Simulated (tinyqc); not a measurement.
CIS and TDHF on RHF in the sto-3g basis, for HeH+, spin multiplicity 1, step by step. Computed by tinyqc, a small Python program that keeps every step (integrals from PySCF). Settings: charge = 1, multiplicity = 1, basis = sto-3g, method = RHF, energy threshold = 1e-10, iteration cap = 55, orthogonalisation = canonical, start = core, DIIS depth = 6, TDHF = 1. Command: `OMP_NUM_THREADS=1 python tinyqc.py 27090 27091 out.jsonl` (the two numbers bound the seeds that draw the settings). One thread of a shared host (Intel(R) Xeon(R) Processor @ 2.60GHz), about 0.07 s of CPU time with the checks. The early iterations of the SCF are left out here.

## One-electron integrals

Geometry (angstrom):
```
atom       x       y       z
He    0.0000  0.0000  0.0000
H     0.0000  0.0000  0.8690
```

Basis sto-3g: exponents (1/bohr^2) and contraction coefficients of normalised primitives:
```
element  l (shell)  exponent  coefficient
He           s (1)    6.3624       0.1543
He           s (1)    1.1589       0.5353
He           s (1)    0.3136       0.4446
H            s (1)    3.4253       0.1543
H            s (1)    0.6239       0.5353
H            s (1)    0.1689       0.4446
```

Overlap, kinetic and nuclear-attraction integrals over the contracted functions; the nuclear repulsion is the sum of Za Zb / Rab.

nuclear repulsion = 1.217899 hartree

overlap S, order 1He 1s, 2H 1s:
```
[[1.0000, 0.4729],
 [0.4729, 1.0000]]
```

kinetic energy T (hartree), order 1He 1s, 2H 1s:
```
[[1.4118, 0.1400],
 [0.1400, 0.7600]]
```

nuclear attraction V (hartree), order 1He 1s, 2H 1s:
```
[[-3.9434, -1.3689],
 [-1.3689, -2.3819]]
```

core Hamiltonian H = T + V (hartree), order 1He 1s, 2H 1s:
```
[[-2.5317, -1.2289],
 [-1.2289, -1.6219]]
```

## Two-electron integrals

Functions are numbered as in S; the eight-fold symmetry (ij|kl) = (ji|kl) = (kl|ij) leaves the list below.

Two-electron integrals (ij|kl) in chemists' order, unique and non-zero (hartree):
```
(11|11) 1.0557   (21|11) 0.3803   (21|21) 0.1695   (22|11) 0.5486
(22|21) 0.3114   (22|22) 0.7746
```

## Orthogonalisation

S = U s U^T; canonical form X = U s^(-1/2), so that X^T S X = 1. Each column of U has its largest component positive (the first on a tie).

eigenvalues of S: [0.5271, 1.4729]

X, order 1He 1s, 2H 1s:
```
[[0.9739, 0.5826],
 [-0.9739, 0.5826]]
```

## Iteration 9 (converged): orbitals

converged F (hartree), order 1He 1s, 2H 1s:
```
[[-1.5231, -0.9220],
 [-0.9220, -0.7453]]
```

Diagonalise F' = X^T F X, C = X C', fill 1 alpha and 1 beta electrons from the bottom; D = 2 C_occ C_occ^T. Each column has its largest component positive (the first on a tie).

F' = X^T F X (hartree):
```
[[-0.4024, -0.4414],
 [-0.4414, -1.3960]]
```

orbital energies (hartree): [-1.5638, -0.2347]

coefficients C, order 1He 1s, 2H 1s:
```
[[0.8906, -0.7034],
 [0.1987, 1.1174]]
```

D after iteration 9, order 1He 1s, 2H 1s:
```
[[1.5864, 0.3538],
 [0.3538, 0.0789]]
```

## Convergence

Stop when the energy changes by less than 1e-10 hartree and every element of the error matrix X^T (F D S - S D F) X is below 3e-06.

Course of the cycle:
```
iteration  E (hartree)     change  largest element of the error matrix
1            -2.808582          -                             2.92e-01
2            -2.851047  -4.25e-02                             6.32e-02
3            -2.852884  -1.84e-03                             2.85e-03
4            -2.852888  -3.23e-06                             9.64e-04
5            -2.852888  -2.68e-07                             5.78e-04
6            -2.852888  -7.43e-08                             4.11e-04
7            -2.852888  -3.04e-08                             3.18e-04
8            -2.852888  -4.55e-08                             8.35e-06
9            -2.852888  -3.14e-11                             1.19e-07
```

PySCF RHF in the same basis = -2.852888 hartree

Converged in 9 iterations.

## Integrals over molecular orbitals

(pq|rs) = sum C_ip C_jq C_kr C_ls (ij|kl), one index at a time.

one-electron integrals over orbitals h = C^T H C (hartree):
```
[[-2.5070, 0.1747],
 [0.1747, -1.3458]]
```

Two-electron integrals over orbitals (pq|rs), unique and non-zero (hartree):
```
(11|11) 0.9432    (21|11) -0.1747   (21|21) 0.1346    (22|11) 0.6229
(22|21) 0.0501    (22|22) 0.7487
```

## CIS matrix, singlets

A(ia,jb) = (e_a - e_i) d_ij d_ab + 2 (ia|jb) - (ij|ab).

CIS matrix A, singlet (hartree), order 1>2:
```
[[0.9754]]
```

## CIS singlet states

dipole integrals <i|r|a> (bohr), order 1>2:
```
[[0.0000, 0.0000, 0.6324]]
```

Diagonalise A (1 hartree = 27.211386 eV); each vector has its largest component positive (the first on a tie). The transition dipole is mu = sqrt2 sum c_ia <i|r|a>.

singlet excitation energies (eV): [26.5411]

lowest vectors, order 1>2:
```
[[1.0000]]
```

oscillator strengths 2/3 w |mu|^2: [0.5201]

## TDHF (RPA) singlet states

B(ia,jb) = 2 (ia|jb) - (ib|ja); the squared energies are the eigenvalues of (A - B)(A + B); 1 hartree = 27.211386 eV.

TDHF matrix B, singlet (hartree), order 1>2:
```
[[0.1346]]
```

squared energies w^2 (hartree^2): [0.9332]

TDHF energies from the positive w^2 (eV): [26.2873]

## CIS matrix, triplets

A(ia,jb) = (e_a - e_i) d_ij d_ab - (ij|ab).

CIS matrix A, triplet (hartree), order 1>2:
```
[[0.7062]]
```

## CIS triplet states

Diagonalise A (1 hartree = 27.211386 eV); each vector has its largest component positive (the first on a tie).

triplet excitation energies (eV): [19.2175]

lowest vectors, order 1>2:
```
[[1.0000]]
```

## TDHF (RPA) triplet states

B(ia,jb) = - (ib|ja); the squared energies are the eigenvalues of (A - B)(A + B); 1 hartree = 27.211386 eV.

TDHF matrix B, triplet (hartree), order 1>2:
```
[[-0.1346]]
```

squared energies w^2 (hartree^2): [0.4807]

TDHF energies from the positive w^2 (eV): [18.8654]
